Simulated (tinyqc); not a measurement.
Inside a calculation. Method: Rayleigh-quotient iteration on a symmetric matrix. Computed by tinyqc, a small Python program that keeps every step. Settings: method = rayleigh, shift = 1.38. Command: `OMP_NUM_THREADS=1 python tinyqc.py 26736 26737 out.jsonl` (the two numbers bound the seeds that draw the settings). One thread of a shared host (Intel(R) Xeon(R) Processor @ 2.60GHz), about 0.01 s of CPU time with the checks.

## Step 1

A:
$$\begin{pmatrix}
1.60000 & 0.12500 & 0.10500 \\
0.12500 & 4.52100 & 0.03600 \\
0.10500 & 0.03600 & 5.39400
\end{pmatrix}$$

vector v at the start: [0.57735, 0.57735, 0.57735]

shift = 1.38000

solve (A - shift) w = v; v' = w/|w| with its largest component positive (the first on a tie); lambda = v'^T A v'; the next shift is lambda.

vector after step 1: [0.99903, 0.03216, 0.03012]

Rayleigh quotient after step 1 = 1.62088

## Step 2

As before.

vector after step 2: [0.99869, -0.04303, -0.02761]

Rayleigh quotient after step 2 = 1.59185

## Course of the iteration

Stop when the residual |A v - lambda v| is below 1e-9.

Steps:
```
step     lambda  residual
1     1.6208841  3.11e-01
2     1.5918523  2.76e-03
3     1.5918499  2.02e-09
4     1.5918499  2.23e-16
```

all eigenvalues, for comparison: [1.59185, 4.52447, 5.39868]

Converged in 4 steps.
